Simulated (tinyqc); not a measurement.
Strain and the order of the valence edges: six-band k.p model of the valence band of a wurtzite crystal.

At k = 0: E1 = D1c + D2c + Te + Le (pure HH); E2, E3 = Le + u +/- sqrt(u^2 + 2 D3c^2), u = (D1c - D2c + Te)/2, D1c = Dcr, D2c = D3c = Dso/3. The weight of LH in state 2 is fL = (E2 - Le)^2/((E2 - Le)^2 + 2 D3c^2). Relative strengths of transitions to the conduction band: for E perpendicular to c (TE) 1/2, fL/2, (1 - fL)/2; for E along c (TM) 0, 1 - fL, fL, with one momentum element for both directions.

Strain of a c-plane layer: exx = eyy = e_par, ezz = -2 (C13/C33) e_par; Le = D1 ezz + D2 (exx + eyy), Te = D3 ezz + D4 (exx + eyy).

Conduction edge: Ec = (top of the unstrained valence band) + Eg + (a1 + D1) ezz + (a2 + D2)(exx + eyy).
Constants: kB = 8.617333262e-05 eV/K.

Parameters, chosen for this exercise (near those of AlGaN; not measured data):
- Dcr = -0.153 eV (crystal-field splitting)
- Dso = 0.0186 eV (spin-orbit splitting)
- Eg = 5.923 eV (direct gap at Gamma from the top of the unstrained valence band)
- a1 = -3.57 eV (gap potential along c)
- a2 = -12.04 eV (gap potential in the plane)
- D1 = -15.7 eV
- D2 = 7.69 eV
- D3 = 8.68 eV
- D4 = -3.91 eV
- C13 = 112 GPa
- C33 = 370 GPa
- T = 100 K (temperature)

Edges from the unstrained top. Degree of polarisation (TE - TM)/(TE + TM), each state weighted by exp(E/kT) alone (equal densities of states).

Results:

| e_par (%) | E1 (meV) | E2 (meV) | E3 (meV) | fL | lowest transition (eV) | polarisation |
|---|---|---|---|---|---|---|
| -1.20 | -289.0 | -291.4 | -309.1 | 0.435 | 6.1764 | 0.191 |
| -0.90 | -253.6 | -222.7 | -267.7 | 0.039 | 6.1190 | -0.928 |
| -0.60 | -218.1 | -148.8 | -231.5 | 0.011 | 6.0541 | -0.988 |
| -0.30 | -182.7 | -74.5 | -195.7 | 0.005 | 5.9886 | -0.995 |
| 0.00 | -147.3 | 0.0 | -160.2 | 0.003 | 5.9230 | -0.997 |
| 0.30 | -111.9 | 74.6 | -124.6 | 0.002 | 5.8573 | -0.998 |
| 0.60 | -76.4 | 149.2 | -89.1 | 0.001 | 5.7916 | -0.999 |
| 0.90 | -41.0 | 223.8 | -53.7 | 0.001 | 5.7259 | -0.999 |
| 1.20 | -5.6 | 298.4 | -18.2 | 0.001 | 5.6602 | -0.999 |

What can be read from this table?

E1 = E2 requires Dcr + Te = 0, which here falls at e_par = -1.17 %, inside the sweep: state 1 is on top for smaller e_par and state 2 beyond. The polarisation goes from +0.19 to -1.00 and changes sign between -1.20 and -0.90 %; the lowest transition moves by -215 meV per 1 % on average.

Run: tinyqc, `OMP_NUM_THREADS=1 python tinyqc.py 1050456 1050457 out.jsonl`; Intel(R) Xeon(R) Processor @ 2.30GHz, one thread, shared host; about 0.01 s of CPU time with all checks.
